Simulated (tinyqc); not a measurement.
Inside a calculation. Method: Pariser-Parr-Pople SCF with singles CI, for the molecule O=c1cccccc1 (SMILES; centres numbered as the heavy atoms are written). One step of it, computed by the program tinyqc.

Task: Singles CI, singlets. Over the 9 single excitations with the smallest orbital gaps: A = (e_a - e_i) delta + 2 (ia|jb) - (ij|ab), with (pq|rs) = sum c_mp c_mq gamma_mn c_nr c_ns. f = 2/3 w |mu|^2 in atomic units, mu = sqrt2 sum c_ia sum_m c_mi c_ma R_m.

orbital energies (eV): -14.141675  -12.434670  -11.652023  -9.276335  -2.943825  -2.287166  0.877044  1.676130

coefficients:
```
         MO1        MO2        MO3        MO4        MO5        MO6        MO7        MO8
1O  0.282960   0.503321   0.000000   0.649726   0.000000   0.397228   0.000000  -0.294393
2C  0.426086   0.468908   0.000000   0.010675   0.000000  -0.447397   0.000000   0.631108
3C  0.358010   0.143798   0.411463  -0.385527   0.513168  -0.126674   0.259532  -0.431826
4C  0.350382  -0.188573   0.528516  -0.191038  -0.211681   0.490363  -0.419359   0.254404
5C  0.343880  -0.455147   0.226647   0.322093  -0.438007  -0.254010   0.506736  -0.079514
6C  0.343880  -0.455147  -0.226647   0.322093   0.438007  -0.254010  -0.506736  -0.079514
7C  0.350382  -0.188573  -0.528516  -0.191038   0.211681   0.490363   0.419359   0.254404
8C  0.358010   0.143798  -0.411463  -0.385527  -0.513168  -0.126674  -0.259532  -0.431826
```

repulsion gamma_rs (eV), lower triangle:
```
           1O         2C         3C         4C         5C         6C         7C         8C
1O  15.200000
2C   5.774219  11.130000
3C   4.155865   5.345691  11.130000
4C   2.990247   3.772432   5.345136  11.130000
5C   2.564361   3.243428   3.773541   5.346273  11.130000
6C   2.564361   3.243428   3.243926   3.773156   5.345539  11.130000
7C   2.990247   3.772432   3.243627   3.243332   3.773156   5.346273  11.130000
8C   4.155865   5.345691   3.773721   3.243627   3.243926   3.773541   5.345136  11.130000
```

Centres (angstrom, eV; a flat drawing with bonds scaled to 1.40 angstrom):
```
centre          x          y  core charge z          W   gamma_rr
1O       2.637000   0.000000              1  17.700000  15.200000
2C       1.237000   0.000000              1  11.160000  11.130000
3C       0.629000   1.261000              1  11.160000  11.130000
4C      -0.736000   1.573000              1  11.160000  11.130000
5C      -1.830000   0.700000              1  11.160000  11.130000
6C      -1.830000  -0.700000              1  11.160000  11.130000
7C      -0.736000  -1.573000              1  11.160000  11.130000
8C       0.629000  -1.261000              1  11.160000  11.130000
```

Give: singlet CI matrix; singlet excitation energies; oscillator strengths.

Result:

singlet CI matrix (eV), lower triangle:
```
        4>5     4>6     3>5     3>6     2>5     2>6     4>7    4>8
4>5   3.310
4>6   0.000   4.567
3>5   0.000   0.803   5.673
3>6  -0.257   0.000   0.000   6.244
2>5  -0.428   0.000   0.000   0.382   6.185
2>6   0.000   0.367  -0.473   0.000   0.000   7.010
4>7  -0.280   0.000   0.000   0.110   0.153   0.000   7.001
4>8   0.000  -0.023   0.322   0.000   0.000  -0.179   0.000  7.309
1>5  -0.119   0.000   0.000  -0.072  -0.091   0.000  -0.457  0.000

       1>5
1>5  7.736
```

singlet excitation energies (eV): 3.212  4.037  5.836  6.002  6.546  6.901  6.986  7.534  7.982

oscillator strengths: 0.103  0.277  0.001  1.684  0.466  0.548  0.009  0.028  0.063
